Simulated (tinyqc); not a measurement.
One level coupled to a phonon between two leads, self-consistent Born approximation: one step of the calculation.

Wide-band leads with mu_L = +V/2 and mu_R = -V/2; phonons in equilibrium, Nq = 1/(exp(w0/kB T) - 1). Scattering links only energies that differ by w0, so a ladder E_k = E1 + k w0 closes on itself; terms that reach past its ends are dropped. Gn and Gp are the electron and hole parts of the spectral function A = Gn + Gp.

Task. Scattering functions. Sin(E) = M^2 [(Nq + 1) Gn(E + w0) + Nq Gn(E - w0)], Sout(E) = M^2 [(Nq + 1) Gp(E - w0) + Nq Gp(E + w0)]. Nq = 1/(exp(w0/kB T) - 1).

Parameters, values chosen for the exercise:
```
symbol,value,unit,meaning
T,150,K,temperature of leads and phonons
w0,36,meV,phonon energy
M,6.4,meV,electron-phonon matrix element
```

Constants: q = 1.602176634e-19 C, kB = 1.380649e-23 J/K, Vt = kB T/q. Results are converted to the units shown.

```
rung,Gn (1/meV),Gp (1/meV)
0,0.0092577825,7.2770375e-4
1,0.020252541,0.017524749
2,0.0096583872,0.066820048
3,1.6957920e-4,0.016508400
4,3.8296474e-6,0.0059798197
```

Give: Sin; Sout.

Result.

```
rung,Sin (meV),Sout (meV)
0,0.8841,0.04722
1,0.4466,0.2118
2,0.06197,0.8095
3,0.02619,2.933
4,4.569e-4,0.7207
```

Range of the model: The self-consistent Born approximation keeps only non-crossing phonon lines and no Hartree shift; it is rough once the coupling nears the phonon energy.

Program tinyqc, `OMP_NUM_THREADS=1 python tinyqc.py 2720014 2720015 out.jsonl`; Intel Xeon 2.30GHz, shared host, one thread, about 0.06 s.
